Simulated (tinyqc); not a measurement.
Inside a calculation. Method: RHF in the sto-6g basis, for H6, spin multiplicity 1. One step of it, computed by the program tinyqc.

Question. Iteration 1: diagonalisation and new density. Diagonalise F' = X^T F X, C = X C', fill 3 alpha and 3 beta electrons from the bottom; D = 2 C_occ C_occ^T. Each column has its largest component positive (the first on a tie).

Fock matrix F (hartree), order 1H 1s, 2H 1s, 3H 1s, 4H 1s, 5H 1s, 6H 1s:
$$\begin{pmatrix}
-0.291407 & -0.509481 & -0.185354 & -0.066212 & -0.012035 & -0.003418 \\
-0.509481 & -0.369381 & -0.378915 & -0.187761 & -0.040013 & -0.012036 \\
-0.185354 & -0.378915 & -0.377444 & -0.532316 & -0.188054 & -0.066327 \\
-0.066212 & -0.187761 & -0.532316 & -0.377669 & -0.379442 & -0.185650 \\
-0.012035 & -0.040013 & -0.188054 & -0.379442 & -0.369630 & -0.509550 \\
-0.003418 & -0.012036 & -0.066327 & -0.185650 & -0.509550 & -0.291430
\end{pmatrix}$$

X, order 1H 1s, 2H 1s, 3H 1s, 4H 1s, 5H 1s, 6H 1s:
$$\begin{pmatrix}
-0.515642 & -0.771182 & -0.649895 & 0.432303 & 0.374401 & 0.198571 \\
0.832567 & 0.912914 & 0.444956 & 0.229870 & 0.386613 & 0.275931 \\
-1.129915 & -0.286345 & 0.625152 & -0.432471 & 0.114092 & 0.345668 \\
1.130916 & -0.284996 & -0.624982 & -0.432151 & -0.113966 & 0.345822 \\
-0.834659 & 0.911632 & -0.445113 & 0.230128 & -0.386057 & 0.276358 \\
0.516886 & -0.770096 & 0.650209 & 0.432746 & -0.373873 & 0.198892
\end{pmatrix}$$

Give: F' = X^T F X; orbital energies; coefficients C; D after iteration 1.

Answer.

F' = X^T F X (hartree):
$$\begin{pmatrix}
1.0831 & 0.0001 & 0.0061 & 0.0000 & -0.0071 & 0.0000 \\
0.0001 & 0.6558 & 0.0000 & -0.0105 & 0.0000 & -0.0089 \\
0.0061 & 0.0000 & 0.3037 & 0.0000 & -0.0168 & 0.0000 \\
0.0000 & -0.0105 & 0.0000 & -0.2874 & 0.0000 & 0.0102 \\
-0.0071 & 0.0000 & -0.0168 & 0.0000 & -0.5166 & 0.0000 \\
0.0000 & -0.0089 & 0.0000 & 0.0102 & 0.0000 & -0.7035
\end{pmatrix}$$

orbital energies (hartree): MO1 -0.7038, MO2 -0.5170, MO3 -0.2873, MO4 0.3039, MO5 0.6560, MO6 1.0832

coefficients C, order 1H 1s, 2H 1s, 3H 1s, 4H 1s, 5H 1s, 6H 1s:
$$\begin{pmatrix}
0.1830 & 0.3588 & 0.4283 & -0.6532 & -0.7772 & -0.5226 \\
0.2760 & 0.3993 & 0.2468 & 0.4303 & 0.9083 & 0.8344 \\
0.3542 & 0.1220 & -0.4271 & 0.6318 & -0.2836 & -1.1255 \\
0.3545 & -0.1217 & -0.4269 & -0.6316 & -0.2826 & 1.1264 \\
0.2766 & -0.3987 & 0.2471 & -0.4304 & 0.9073 & -0.8363 \\
0.1834 & -0.3582 & 0.4287 & 0.6535 & -0.7763 & 0.5236
\end{pmatrix}$$

D after iteration 1, order 1H 1s, 2H 1s, 3H 1s, 4H 1s, 5H 1s, 6H 1s:
$$\begin{pmatrix}
0.6913 & 0.5990 & -0.1487 & -0.3232 & 0.0268 & 0.1773 \\
0.5990 & 0.5931 & 0.0821 & -0.1122 & -0.0438 & 0.0268 \\
-0.1487 & 0.0821 & 0.6456 & 0.5861 & -0.1124 & -0.3236 \\
-0.3232 & -0.1122 & 0.5861 & 0.6454 & 0.0822 & -0.1488 \\
0.0268 & -0.0438 & -0.1124 & 0.0822 & 0.5930 & 0.5989 \\
0.1773 & 0.0268 & -0.3236 & -0.1488 & 0.5989 & 0.6914
\end{pmatrix}$$
